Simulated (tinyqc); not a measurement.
What moves the results: buckled dimers of a reconstructed (001) surface, two dangling bonds a dimer. A value that a table varies takes the place of the one given here.

In a dimer one atom moves up by z and the other down by z; the dangling bond of the up atom (more s-like) falls by gm z and that of the down atom rises by gm z. With all dimers tilted alike: H(k) = [[-gm z - 2 ta cos k, -tp - 2 tx cos k], [., gm z - 2 ta cos k]], k along the row in 1/a. Two electrons a dimer fill the lowest N of the 2N levels on the mesh k_j = (j + 1/2) pi/N. Total energy a dimer: W(z) = (2/N) sum of the filled levels + kf z^2. Repulsion between electrons is left out.

Inputs chosen for the exercise (of the size met on diamond (001); the results hold for these values, not for the real material):

| symbol | value | unit | meaning |
|---|---|---|---|
| tp | 1.05 | eV | pi coupling inside a dimer |
| ta | 0.12 | eV | coupling between like atoms along the row |
| tx | 0.03 | eV | diagonal coupling along the row |
| gm | 2.15 | eV/angstrom | shift of a dangling bond with height |
| kf | 8.1 | eV/angstrom^2 | force constant of buckling |
| N | 12 |  | k points |

## Energy against buckling

W relative to z = 0; gap as lowest upper less highest lower level on 201 points from 0 to pi.

Per dimer (eV):

| z (angstrom) | band energy | elastic | W | gap |
|---|---|---|---|---|
| 0.00 | 0.0000 | 0.0000 | 0.0000 | 1.6200 |
| 0.05 | -0.0110 | 0.0203 | 0.0093 | 1.6310 |
| 0.10 | -0.0436 | 0.0810 | 0.0374 | 1.6637 |
| 0.15 | -0.0970 | 0.1822 | 0.0853 | 1.7171 |
| 0.20 | -0.1695 | 0.3240 | 0.1545 | 1.7897 |
| 0.30 | -0.3650 | 0.7290 | 0.3640 | 1.9854 |
| 0.40 | -0.6150 | 1.2960 | 0.6810 | 2.2355 |
| 0.50 | -0.9060 | 2.0250 | 1.1190 | 2.5266 |
| 0.60 | -1.2273 | 2.9160 | 1.6887 | 2.8479 |

No row lies below the flat dimer. The band energy falls as z^2 at first and linearly, as -2 gm z, once gm z is far above tp, so the elastic term always wins at large z. The gap is open at all z.

## Strong pi bonds keep dimers flat

tp is varied; z minimises W on 0 to 1 angstrom; gap on 201 points; charge moved: the mean of gm z/sqrt((gm z)^2 + h^2) over the mesh, h the off-diagonal element.

Against tp:

| tp (eV) | z (angstrom) | gain (eV) | gap (eV) | charge moved (e) |
|---|---|---|---|---|
| 0.10 | 0.2606 | 0.2592 | 0.6646 | 0.982 |
| 0.20 | 0.2481 | 0.2236 | 0.6649 | 0.935 |
| 0.30 | 0.2256 | 0.1307 | 0.6654 | 0.850 |
| 0.45 | 0.1642 | 0.0267 | 0.6664 | 0.619 |
| 0.60 | 0.0000 | 0.0000 | 0.7200 | 0.000 |
| 0.80 | 0.0000 | 0.0000 | 1.1200 | 0.000 |
| 1.00 | 0.0000 | 0.0000 | 1.5200 | 0.000 |
| 1.30 | 0.0000 | 0.0000 | 2.1200 | 0.000 |
| 1.60 | 0.0000 | 0.0000 | 2.7200 | 0.000 |

Dimers buckle for tp up to 0.45 eV among these rows; for an isolated dimer the limit is gm^2/kf = 0.571 eV. While buckled, the splitting, on average over k, stays near 2 gm^2/kf = 1.141 eV whatever tp is, and beyond the limit it follows 2 tp; the gap is smaller by the width of the bands, about 4 ta = 0.48 eV.

## Tilting alike or in alternation

Alternation doubles the cell: sites L1, R1, L2, R2 with levels -gm z, +gm z, +gm z, -gm z, -tp inside a dimer, -2 ta cos k between L1-L2 and R1-R2, -2 tx cos k between L1-R2 and R1-L2, on k_j = (j + 1/2) pi/(2N); the lowest half of the levels is filled. Energies a dimer; gaps on these meshes.

Two patterns:

| z (angstrom) | W alike (eV) | W alternating (eV) | difference (meV) | gap alike (eV) | gap alternating (eV) |
|---|---|---|---|---|---|
| 0.05 | -2.0907 | -2.0910 | -0.3 | 1.6351 | 1.6352 |
| 0.10 | -2.0626 | -2.0637 | -1.1 | 1.6678 | 1.6771 |
| 0.15 | -2.0147 | -2.0169 | -2.2 | 1.7212 | 1.7446 |
| 0.20 | -1.9455 | -1.9490 | -3.5 | 1.7938 | 1.8350 |
| 0.30 | -1.7360 | -1.7421 | -6.1 | 1.9895 | 2.0717 |
| 0.40 | -1.4190 | -1.4271 | -8.1 | 2.2396 | 2.3635 |
| 0.50 | -0.9810 | -0.9903 | -9.3 | 2.5307 | 2.6926 |

The lowest W listed is -2.0907 eV for like tilts and -2.0910 eV for alternation (both in the first row: W rises with z, so these dimers stay nearly flat); the difference at equal z runs from -9.3 to -0.3 meV. With alternation ta joins filled up atoms to empty down atoms and gains energy in second order, about 2 ta^2/(gm z) a dimer at large z, while tx does so for like tilts; here ta = 0.12 and tx = 0.03 eV. At z = 0.3 the gap is 1.989 eV alike and 2.072 eV alternating.

tinyqc: `OMP_NUM_THREADS=1 python tinyqc.py 1480818 1480819 out.jsonl`; about 0.02 s, one thread, shared Intel(R) Xeon(R) Processor @ 2.30GHz.
